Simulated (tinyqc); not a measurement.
Worked calculation: solubility, supersaturation, precipitation and gettering of an impurity in a silicon-like host. Computed by tinyqc, a small Python program that keeps every step. Command: `OMP_NUM_THREADS=1 python tinyqc.py 3004433 3004434 out.jsonl ripen walk`. One thread of a shared host (Intel(R) Xeon(R) Processor @ 2.30GHz), about 0.01 s of CPU time with the checks. Intermediate numbers are printed to about 6 digits and carried at full precision; extremes and crossings named in words are read from the listed rows.

The wafer was saturated at T1 and is then held at T.

Inputs (values chosen for the exercise, modelled on copper in silicon):

| quantity | value | unit |
|---|---|---|
| site density N0 | 5e+22 | 1/cm^3 |
| enthalpy of solution H | 1.49 | eV |
| entropy of solution S | 2.4 | k_B |
| diffusion prefactor D0 | 0.0051 | cm^2/s |
| migration energy Q | 0.439 | eV |
| temperature of saturation T1 | 1400 | K |
| anneal temperature T | 790 | K |
| sink density n | 1.8e+09 | 1/cm^3 |
| initial sink radius r0 | 2.8 | nm |
| impurity density in the precipitate C_p | 2.1e+22 | 1/cm^3 |
| interface energy gamma | 0.54 | J/m^2 |
| anneal time t | 1.3 | s |
| wafer thickness w | 400 | micrometre |
| segregation energy E_g | 0.66 | eV |
| segregation prefactor k_0 | 0.012 | - |
| getter layer thickness t_g | 0.61 | micrometre |

Gettering: segregation gettering in a layer.

Constants: k_B = 8.617333262e-05 eV/K; k_B = 1.380649e-23 J/K.

## Solubility, diffusivity, supersaturation

C_eq(T) = N0 exp(S/k_B - H/(k_B T)); D(T) = D0 exp(-Q/(k_B T)); C0 = C_eq(T1). Supersaturation s = C0/C_eq(T); critical radius r* = 2 gamma/(C_p k_B T ln s); barrier W* = (4 pi/3) gamma r*^2. Strain energy is left out.

C0 = 2.38513e+18 1/cm^3

C_eq(T) = 1.72136e+14 1/cm^3

D(T) = 8.07206e-06 cm^2/s

supersaturation s = 13856.1

critical radius r* = 0.494431 nm

W*/(k_B T) = 50.6972

Sinks of radius r0 are above r* and grow.

## Ham's law for sinks of fixed radius

tau0 = 1/(4 pi n r0 D); C_fixed(t) = C_eq + (C0 - C_eq) exp(-t/tau0). If all excess precipitates, the final radius is r_f = [r0^3 + 3 (C0 - C_eq)/(4 pi n C_p)]^(1/3), with tau_f = 1/(4 pi n r_f D).

tau0 = 19.5603 s

C_fixed(t) = 2.23178e+18 1/cm^3

final radius r_f = 246.964 nm

tau_f = 0.221768 s

The sinks grow 88.2 times, so the fixed radius underrates the later rate.

## Growing precipitates

Growing sinks: with y = r/r_f and y0 = r0/r_f, dy/dt = (1 - y^3)/(3 tau_f y), which integrates to t/tau_f = F(y) - F(y0), F(y) = (1/2) ln[(1 + y + y^2)/(1 - y)^2] - sqrt(3) arctan[(2y + 1)/sqrt(3)]; the share of the excess left is (1 - y^3)/(1 - y0^3), and C(t) = C_eq + (C0 - C_eq) x share.

radius at t = 246.473 nm

share of the excess left = 0.00595728

C(t) with growing sinks = 1.43800e+16 1/cm^3

99.4 % of the excess has precipitated.

## Segregation into a layer on one face

k = k_0 exp(E_g/(k_B T)); in equilibrium the bulk keeps C/C0 = 1/(1 + k t_g/w). For a strong sink on one face the slowest diffusion mode has tau_w = 4 w^2/(pi^2 D), and C/C0 is estimated as c_eq + (1 - c_eq)(8/pi^2) sum over odd m up to 99 of exp(-m^2 t/tau_w)/m^2. Precipitation is left out here.

segregation coefficient k = 194.818

equilibrium C/C0 = 0.770952

tau_w = 80.3333 s

mean C/C0 at t = 0.979069

Diffusion and capacity both matter.

## The best anneal temperature for the time t

C_eq(T) = N0 exp(S/k_B - H/(k_B T)); D(T) = D0 exp(-Q/(k_B T)); C0 = C_eq(T1). r_f = [r0^3 + 3 (C0 - C_eq)/(4 pi n C_p)]^(1/3), tau_f = 1/(4 pi n r_f D).

Dissolved share after t:

| T (K) | C_eq/C0 | tau_f (s) | C(t)/C0 |
|---|---|---|---|
| 630 | 2.78156e-07 | 1.14064 | 5.36182e-01 |
| 728 | 1.11901e-05 | 0.38406 | 6.94199e-02 |
| 840 | 2.65557e-04 | 0.15109 | 6.49925e-04 |
| 952 | 2.99141e-03 | 0.07409 | 2.99146e-03 |
| 1064 | 2.02386e-02 | 0.04243 | 2.02386e-02 |
| 1176 | 9.51329e-02 | 0.02761 | 9.51329e-02 |
| 1274 | 2.94793e-01 | 0.02150 | 2.94793e-01 |
| 1344 | 5.97737e-01 | 0.02105 | 5.97737e-01 |

The lowest dissolved share among these rows is 6.5e-4 at 840 K. Above it solubility sets the floor; below it diffusion is too slow for this time. Solubility falls with H = 1.49 eV and diffusion with Q = 0.439 eV.

Checks made by the program: radius against numerical integration (relative difference below 1e-10).
